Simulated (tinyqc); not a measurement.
Ballistic transport through the one-dimensional subbands of a rectangular nanowire or nanosheet channel. From one set of inputs to another, one input at a time. Computed by tinyqc, a small Python program. Command: `OMP_NUM_THREADS=1 python tinyqc.py 3011146 3011147 out.jsonl wire ladder`. One thread of a shared host (Intel(R) Xeon(R) Processor @ 2.30GHz), about 0.08 s of CPU time with the checks.

Hard walls, parabolic subbands, transport along x. Energies are counted from the bulk conduction band edge at the top of the barrier, which the gate pulls down by U; the source Fermi level lies at the bulk edge when U = 0.

The inputs printed are set A. Set A is modelled on GaAs; the values taken over come from a set modelled on In0.53Ga0.47As. Inputs not listed in the table keep their values of set A, so the rows need not describe a real material.

Inputs (values chosen for the exercise, modelled on GaAs): mass m = 0.066 m_0; height a = 6.6 nm; width b = 9.8 nm; equivalent oxide thickness t = 1.4 nm; gate voltage above flat band V_G = 0.48 V; drain voltage V_D = 0.05 V; temperature T = 300 K; mean free path for back-scattering lambda = 160 nm; channel length L = 68 nm.

Valleys: single isotropic valley.

Constants: hbar^2/(2 m_0) = 3.80998212 eV angstrom^2; k_B = 8.617333262e-05 eV/K; m_0 = 9.1093837015e-31 kg; k_B = 1.380649e-23 J/K; hbar = 1.054571817e-34 J s; eps_0 = 8.8541878128e-12 F/m; e = 1.602176634e-19 C; h = 6.62607015e-34 J s.

Method:
- E_pq = (hbar^2 pi^2/2)(p^2/(m_y b^2) + q^2/(m_z a^2)); m_x = m_y = m_z = m, degeneracy g = 1; the 10 lowest subbands are kept.
- F_j(eta) = (1/Gamma(j + 1)) int_0^infinity x^j/(1 + exp(x - eta)) dx, F_0 = ln(1 + exp(eta)). Integrals over x = E/(k_B T) use 160 Gauss-Legendre points in u = sqrt(x) from 0 to sqrt(max(eta, 0) + 32).
- With degeneracy g = 1, eta_i = (U - E_i)/(k_B T) and u = e V_D/(k_B T): line density n = sum_i g sqrt(2 m_x k_B T/pi)/(2 hbar) [F_-1/2(eta_i) + F_-1/2(eta_i - u)]; gate: e n = C_ox (V_G - U/e), C_ox = 3.9 eps_0 2 (a + b)/t (flat-plate estimate); I = (2 e k_B T/h) sum_i g [F_0(eta_i) - F_0(eta_i - u)].
- Linear conductance G = (2 e^2/h) sum_i g f(eta_i), g = 1, f = 1/(1 + exp(-eta_i)), with the barrier frozen at the eta_i above; current per perimeter I/(2(a + b)); with scattering, transmission lambda/(lambda + L) and low-bias resistance (1 + L/lambda)/G.

Each row keeps all changes above it:
```
input moved                                      from     to  line density n (1/nm)  mean velocity I/(e n) (1e7 cm/s)  ballistic conductance (microsiemens)
set A                                               -      -                0.43138                            0.8478                                134.52
width b (nm)                                      9.8     13                0.60576                            0.8040                                162.46
channel length L (nm)                              68     22                0.60576                            0.8040                                162.46
mass m (m_0)                                    0.066  0.045                0.34503                            1.1007                                138.12
equivalent oxide thickness t (nm)                 1.4    1.3                0.35205                            1.0970                                139.61
mean free path for back-scattering lambda (nm)    160    5.1                0.35205                            1.0970                                139.61
height a (nm)                                     6.6    9.7                0.57292                            0.9518                                193.02
gate voltage above flat band V_G (V)             0.48    0.6                0.84434                            0.8576                                246.37
```

Which inputs carry the difference?

Line density n goes from 0.431 to 0.844, a factor 1.96 in all. The largest single move comes from mass m (a factor 0.570), but it runs against the net change; the largest move in the direction of the net change is height a (a factor 1.63). Mean velocity I/(e n) goes from 0.848 to 0.858, a factor 1.012 in all. The largest single move comes from mass m (a factor 1.37), and height a works against it (a factor 0.868). Ballistic conductance goes from 135 to 246, a factor 1.83 in all. The largest single move comes from height a (a factor 1.38), and mass m works against it (a factor 0.850). The single moves hold for this order of the switches; the total does not depend on the order.

Caution (rows set A, width b, channel length L, mass m, equivalent oxide thickness t, mean free path for back-scattering lambda): confinement energies this large call for non-parabolicity and barrier penetration, which lower the subbands and raise the mass.

Extremes, crossings and ranges named in words are read from the listed rows.
